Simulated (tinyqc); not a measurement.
Worked calculation: Pariser-Parr-Pople SCF with singles CI, for the molecule [CH2+]c1ccccn1 (SMILES; centres numbered as the heavy atoms are written). One step of it, computed by the program tinyqc.

Problem. PPP integrals. Mataga-Nishimoto: gamma = 14.399645/(R + a), a = 2 x 14.399645/(gamma_rr + gamma_ss); H_rr = -W_r - sum_(s != r) z_s gamma_rs; H_rs = beta for bonds.

Centres (angstrom, eV; a flat drawing with bonds scaled to 1.40 angstrom):
```
centre          x          y  core charge z          W   gamma_rr
1C       2.400000   0.000000              1  11.160000  11.130000
2C       1.000000   0.000000              1  11.160000  11.130000
3C       0.300000   1.212000              1  11.160000  11.130000
4C      -1.100000   1.212000              1  11.160000  11.130000
5C      -1.800000   0.000000              1  11.160000  11.130000
6C      -1.100000  -1.212000              1  11.160000  11.130000
7N       0.300000  -1.212000              1  14.100000  12.300000
```

Resonance integrals (eV):
```
i  j       beta
1  2  -2.390000
2  3  -2.390000
3  4  -2.390000
4  5  -2.390000
5  6  -2.390000
6  7  -2.510000
7  2  -2.510000
```

Give: repulsion gamma_rs; core matrix H.

Solution.

repulsion gamma_rs (eV), lower triangle:
```
        1C      2C      3C      4C      5C      6C      7N
1C  11.130
2C   5.346  11.130
3C   3.873   5.346  11.130
4C   2.881   3.873   5.346  11.130
5C   2.621   3.517   3.873   5.346  11.130
6C   2.881   3.873   3.518   3.873   5.346  11.130
7N   3.941   5.478   3.942   3.575   3.941   5.477  12.300
```

core matrix H (eV), lower triangle:
```
         1C       2C       3C       4C       5C       6C       7N
1C  -32.703
2C   -2.390  -38.592
3C    0.000   -2.390  -37.057
4C    0.000    0.000   -2.390  -36.053
5C    0.000    0.000    0.000   -2.390  -35.805
6C    0.000    0.000    0.000    0.000   -2.390  -36.128
7N    0.000   -2.510    0.000    0.000    0.000   -2.510  -40.453
```
